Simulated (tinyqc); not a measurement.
Two-sublattice mean-field magnet: ferrimagnet, compensation points and susceptibility: one step, computed by the program tinyqc. Command: `OMP_NUM_THREADS=1 python tinyqc.py 3026585 3026586 out.jsonl ferri walk`. One thread of a shared host (Intel(R) Xeon(R) Processor @ 2.30GHz), about 0.01 s of CPU time with the checks.

A random alloy A(1-x)B(x) with H = -sum over pairs J S_i.S_j. a = <S_A> and b = <S_B> are taken along z, a > 0. Exchange fields: h_A = (1 - x) zJ_AA a + x zJ_AB b, h_B = (1 - x) zJ_AB a + x zJ_BB b; a = S_A B_(S_A)(S_A h_A/(k_B T)) and likewise for b, with the Brillouin function B_S(y) = [(2S + 1)/(2S)] coth[(2S + 1) y/(2S)] - [1/(2S)] coth[y/(2S)].

Question. Net moment and spin. Net moment m = (1 - x) g_A a + x g_B b in mu_B per site; net spin s = (1 - x) a + x b. At T = 0, a = S_A and b = -S_B. Effective g = m/s.

Inputs (values chosen for the exercise, for a model ferrimagnet): spin S_A = 2.5; spin S_B = 1.5; g factor g_A = 2; g factor g_B = 2; fraction x of B sites = 0.14.

a = 1.692622

b = -0.3830203

Give: net moment m; net spin s; m at T = 0; effective g.

Answer.

net moment m = 2.804 mu_B

net spin s = 1.402

m at T = 0 = 3.88 mu_B

effective g = 2

A dominates at T, as at T = 0.
